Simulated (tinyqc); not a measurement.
Coherent transport through a tight-binding region between two chains, step by step. One step of it, computed by the program tinyqc.

Question. Transmission at E = 0.78 eV. Surface Green function g = (E - i sqrt(4 t^2 - E^2)) / (2 t^2); self-energy tc^2 g on each contact site; G = (E - H - Sigma)^(-1); Gamma = -2 Im Sigma; T = Gamma_L Gamma_R |G_LR|^2; local density of states -Im G_ii / pi.

H of the central region (eV):
```
[[0.000000, -0.450000],
 [-0.450000, 0.000000]]
```

Leads: semi-infinite chains with site energy 0:
```
parameter                           value
lead hopping t (eV)              2.760000
coupling to the left lead (eV)   0.580000
coupling to the right lead (eV)  0.730000
left contact site                       1
right contact site                      2
```

E = 0.780000 eV

Give: g; G; local density of states; transmission.

Answer.

g = 0.051-0.359i 1/eV

G (1/eV):
```
[[1.733-0.628i, -0.884+0.600i],
 [-0.884+0.600i, 1.659-0.780i]]
```

local density of states (1/eV): [0.200, 0.248]

transmission = 0.105
